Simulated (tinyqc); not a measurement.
Worked calculation: donor near an oxide interface in a gate field (two-state model). Values are carried at full precision from step to step, so a last printed digit may differ when a step is redone from the rounded ones.

Interface at z = 0 (hard wall), donor at z = d, field F pulling electrons to the interface: potential e F z; 1 kV/cm = 1e-5 eV/angstrom, c = hbar^2/2m0, q = e^2/(4 pi eps0), Q = (eps - eo)/(eps + eo). Donor state: E_D = e F d - ED - q Q/(4 eps d), the last term joining the images of ion and electron. Interface state: z exp(-b z/2) exp(-rho^2/(2 L^2)) with E_z = c b^2/(4 mz) + 3 e F/b + q Q b/(8 eps), minimised over b; in the plane at z = 3/b the ion (distance D = d - 3/b) and its image (D' = d + 3/b) give E_rho = c/(mt L^2) - (q/eps)(sqrt(pi)/L)[erfcx(D/L) + Q erfcx(D'/L)], erfcx(x) = exp(x^2) erfc(x), minimised over L. E_I = E_z + E_rho.

Constants: hbar^2/2m0 = 3.80998211 eV angstrom^2; e^2/(4 pi eps0) = 14.39964547 eV angstrom.

Values chosen for the exercise (near those of a donor in Si below Si3N4, static dielectric constants; shifted at random, so the results belong to these values and not to a real crystal): d = 170 angstrom (depth of the donor); ED = 42.9 meV (bulk binding energy); mz = 0.902 m0 (mass across the interface); mt = 0.187 m0 (mass in the plane); eps = 11.2 (dielectric constant of the semiconductor); eo = 7.5 (dielectric constant of the oxide); F = 35.8 kV/cm (field in the semiconductor); aD = 20.3 angstrom (donor radius); v = 0.37 (valley factor).

## The interface state across the interface

Solve c b/(2 mz) - 3 e F/b^2 + q Q/(8 eps) = 0; give Q, b, the three terms of E_z and <z> = 3/b.

Q = 0.1979
b = 0.07510 1/angstrom

kinetic, field and image terms (meV): 5.96  14.30  2.39

<z> = 39.9 angstrom

The image pushes the electron away from the oxide; without it <z> would be 37.6 angstrom.

## Binding in the plane

Give D, D', the best L, both terms and E_rho.

D, D' (angstrom): 130.1  209.9

L = 120.6 angstrom

kinetic and Coulomb terms (meV): 1.40  -8.76

E_rho = -7.36 meV

The bottom of the well lies at -11.1 meV, so the level is 34 % of the way up; L/D = 0.93. Above the critical field the ionised donor would thus still hold its electron as a dot at the interface.

## Where the electron sits

The two states couple by t = t0 exp(-D/aD) with t0 = q/(eps aD) (2 aD/L) sqrt(aD b/2) v, v a valley factor; this form is an estimate. With detuning u = E_D - E_I the splitting is sqrt(u^2 + 4 t^2) and the lower state has weight (1 - u/sqrt(u^2 + 4 t^2))/2 on the donor.

Give E_D, E_I, t, the splitting and the donor weight.

E_D, E_I (meV): 17.59  15.28

t = 0.0114 meV
splitting = 2.30 meV
donor weight = 0.000

The electron is at the interface; the contact hyperfine coupling scales with the donor weight. With this t, the tunnelling time pi hbar/(2t) at a crossing would be 91 ps (hbar = 6.58212e-16 eV s); here the detuning is 203 t.

## Critical field

Find F at which E_D = E_I; compare the rule e F d = ED. The crossing width is 4t/(e D), with t and D formed anew at that field.

critical field = 34.0 kV/cm
ED/(e d) = 25.2 kV/cm
width = 0.036 kV/cm

The confinement energy E_z = 21.9 meV raises the field needed and the attraction E_rho = -7.4 meV lowers it; the result is 1.35 times the simple rule.

## Checks

- E_z without images against 1.5 x 6^(2/3)/2 (c (e F)^2/mz)^(1/3), meV: both 20.18.
- E_rho from the radial equation in the full Coulomb well against the Gaussian trial function, meV: both -7.4.

Program tinyqc; command `OMP_NUM_THREADS=1 python tinyqc.py 1250688 1250689 out.jsonl`; about 0.06 s on one thread of a shared Intel(R) Xeon(R) Processor @ 2.30GHz.
